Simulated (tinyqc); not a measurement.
# Worked calculation: capacitance of parallel on-chip lines from Laplace's equation on a mesh

Computed by the program tinyqc: `OMP_NUM_THREADS=1 python tinyqc.py 2790196 2790197 out.jsonl`, one thread of a shared Intel Xeon 2.30GHz, about 0.8 s for the whole run. Printed values are rounded.

Cross-section of an endless row of equal lines between two grounded planes; neighbours are driven in antiphase (+1 V and -1 V), so the plane midway between two lines is at 0 V. By symmetry one quarter is solved: x runs from the centre of a line (column 0, mirror) to that midplane (column 3, 0 V), y from the mid-height of the line (row 0, mirror) to the ground plane (row 3, 0 V). The line fills columns 0 to 1 and rows 0 to 1 at 1 V. Cells beside the line (below row 1) have e2, cells above have e1. Each link between nodes has the conductance g = mean permittivity of the two cells beside it (a cell beyond a mirror counts as 0), and the free nodes obey sum g (V_neighbour - V) = 0.

Parameters, values chosen for the exercise: relative permittivity above and below the lines e1 = 2.4; relative permittivity between the lines e2 = 2.7; over-relaxation factor om = 1.

Constants: eps0 = 8.8541878128e-12 F/m. Results are converted to the units shown.

## Link conductances

gx[j, i] joins node (row j, column i) to column i + 1, gy[j, i] to row j + 1.

gx:
```
       col 0  col 1  col 2
row 0   1.35   1.35   1.35
row 1   2.55   2.55   2.55
row 2    2.4    2.4    2.4
row 3    1.2    1.2    1.2
```

gy:
```
       col 0  col 1  col 2  col 3
row 0   1.35    2.7    2.7   1.35
row 1    1.2    2.4    2.4    1.2
row 2    1.2    2.4    2.4    1.2
```

## Iteration 1: relaxation sweep

V at the start (V):
```
       col 0  col 1  col 2  col 3
row 0      1      1      0      0
row 1      1      1      0      0
row 2      0      0      0      0
row 3      0      0      0      0
```

One sweep visits the free nodes row by row from row 0, left to right, and replaces V by V + om (weighted mean of the neighbours - V), using new values at once.

V after sweep 1 (V):
```
         col 0    col 1    col 2    col 3
row 0  1.00000  1.00000  0.25000  0.00000
row 1  1.00000  1.00000  0.31618  0.00000
row 2  0.25000  0.31250  0.15717  0.00000
row 3  0.00000  0.00000  0.00000  0.00000
```

## Iteration 2: relaxation sweep

As before.

V after sweep 2 (V):
```
         col 0    col 1    col 2    col 3
row 0  1.00000  1.00000  0.40809  0.00000
row 1  1.00000  1.00000  0.39500  0.00000
row 2  0.40625  0.39085  0.19646  0.00000
row 3  0.00000  0.00000  0.00000  0.00000
```

## Course of the relaxation

Stop when no node changes by 1e-7 V. C = 4 eps0 sum g (difference of V along the link)^2, in aF/um.

Course of the iteration:
```
sweep  C (aF/um)  largest change (V)
1        165.332               0.316
2        151.545               0.158
3        150.683              0.0394
4        150.629             9.84e-3
5        150.626             2.46e-3
6        150.626             6.14e-4
7        150.626             1.54e-4
8        150.626             3.84e-5
9        150.626             9.60e-6
10       150.626             2.40e-6
11       150.626             6.00e-7
12       150.626             1.50e-7
13       150.626             3.75e-8
```

Converged in 13 sweeps. Over the last four sweeps the change shrinks by about 0.25 a sweep. C comes down from above, since the solution minimises the energy.

## Capacitance per length

converged V (V):
```
         col 0    col 1    col 2    col 3
row 0  1.00000  1.00000  0.46062  0.00000
row 1  1.00000  1.00000  0.42124  0.00000
row 2  0.45851  0.41702  0.20956  0.00000
row 3  0.00000  0.00000  0.00000  0.00000
```

C = 4 eps0 sum g (difference of V)^2 over all links (twice the energy of the four quarters, line at 1 V). Plate estimate without fringing: eps0 [2 e1 w/hd + 2 e2 t/(s/2)], w = 2 hx, t = 2 hx, s/2 = 2 hx, hd = 2 hx.

C = 150.626 aF/um
plate estimate = 90.3127 aF/um

C depends on the shape only, not on the mesh step hx. Meshes 6, 12 and 24 times finer extrapolate (Aitken) to 137.8 aF/um; this mesh is 9.3 % above that, and the plate estimate is 34 % below it.
